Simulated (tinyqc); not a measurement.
Strain, valley repopulation and piezoresistance in a many-valley conduction band. From one set of inputs to another, one input at a time. Computed by tinyqc, a small Python program. Command: `OMP_NUM_THREADS=1 python tinyqc.py 3020079 3020080 out.jsonl valleys ladder`. One thread of a shared host (Intel(R) Xeon(R) Processor @ 2.30GHz), about 0.1 s of CPU time with the checks.

Valleys are ellipsoids with mass m_l along the axis a and m_t across it, parabolic, with one constant relaxation time; strain shifts the valleys and leaves the masses alone. Currents are taken along [111], along the load, and along [1-10], across the load.

The inputs printed are set A. Inputs not listed in the table keep their values of set A, so the rows need not describe a real material.

Inputs (values chosen for the exercise, modelled on germanium):
```
quantity                               value    unit
longitudinal mass m_l                   1.55     m_0
transverse mass m_t                   0.0803     m_0
shear deformation potential Xi_u        16.4      eV
dilation deformation potential Xi_d     -4.5      eV
C11                                      129     GPa
C12                                     48.2     GPa
C44                                     67.2     GPa
stress X (tension positive)             -230     MPa
electron density n                   3.1e+19  1/cm^3
relaxation time tau                       47      fs
temperature T                            300       K
```

Valley axes: <111> (4 valleys). Load: uniaxial [111].

Constants: k_B = 8.617333262e-05 eV/K; m_0 = 9.1093837015e-31 kg; k_B = 1.380649e-23 J/K; hbar = 1.054571817e-34 J s; e = 1.602176634e-19 C.

Method:
- Compliances S11 = (C11 + C12)/((C11 - C12)(C11 + 2 C12)), S12 = -C12/((C11 - C12)(C11 + 2 C12)), S44 = 1/C44; stress sigma_ij = X n_i n_j for the unit vector n of the load; e_xx = S11 sigma_xx + S12 (sigma_yy + sigma_zz), e_xy = S44 sigma_xy/2 (tensor strain).
- Herring-Vogt shift of a valley with unit axis a: dE = Xi_d tr(e) + Xi_u a.e.a.
- Each of the 4 valleys holds n_v = N_v (2/sqrt(pi)) F_1/2((E_F - dE_v)/(k_B T)), N_v = 2 (m_d k_B T/(2 pi hbar^2))^(3/2), m_d = (m_l m_t^2)^(1/3); E_F solves sum n_v = n and is counted from the unstrained edge.
- F_j(eta) = int_0^infinity x^j/(1 + exp(x - eta)) dx, without a gamma-function factor. It is evaluated after integrating by parts.
- Integrals over x = E/(k_B T) use 160 Gauss-Legendre points in u = sqrt(x) from 0 to sqrt(max(eta, 0) + 32).
- Mobility tensor mu = e tau sum_v (n_v/n) [1/m_t + (1/m_l - 1/m_t) a a^T]; unstrained mu_0 = e tau (1/m_l + 2/m_t)/3; resistivity along d from the inverse tensor, rho_d = d.mu^-1.d/(n e), mobility along d = 1/(d.mu^-1.d); gauge pi_d = (rho_d/rho_0 - 1)/X.
- With eta_0 the reduced Fermi level without strain, r = F_-1/2(eta_0)/(2 F_1/2(eta_0)) (1 for a classical gas) and c = r (Xi_u/k_B T) (m_l - m_t)/(2 m_l + m_t): pi44 = -c S44/3, pi11 = pi12 = 0.

Each row keeps all changes above it; columns: (1) input moved; (2) from; (3) to; (4) mobility along the second direction (cm^2/(V s)); (5) splitting (highest minus lowest) (meV); (6) degeneracy factor r:
```
(1)                                           (2)      (3)   (4)    (5)     (6)
set A                                           -        -   745  24.95  0.4977
C11 (GPa)                                     129      118   745  24.95  0.4977
stress X (tension positive) (MPa)            -230      -38   711   4.12  0.4977
electron density n (1/cm^3)               3.1e+19  3.9e+16   718   4.12  0.9986
dilation deformation potential Xi_d (eV)     -4.5     -3.4   718   4.12  0.9986
relaxation time tau (fs)                       47      300  4580   4.12  0.9986
C44 (GPa)                                    67.2     64.1  4584   4.32  0.9986
transverse mass m_t (m_0)                  0.0803   0.0656  5587   4.32  0.9983
```

Which inputs carry the difference?

Mobility along the second direction goes from 745 to 5590, a factor 7.50 in all. The largest single move comes from relaxation time tau (a factor 6.38). Splitting (highest minus lowest) goes from 24.9 to 4.32, a factor 0.173 in all. The largest single move comes from stress X (tension positive) (a factor 0.165). Degeneracy factor r goes from 0.498 to 0.998, a factor 2.01 in all. The largest single move comes from electron density n (a factor 2.01). The single moves hold for this order of the switches; the total does not depend on the order.

Extremes, crossings and ranges named in words are read from the listed rows.
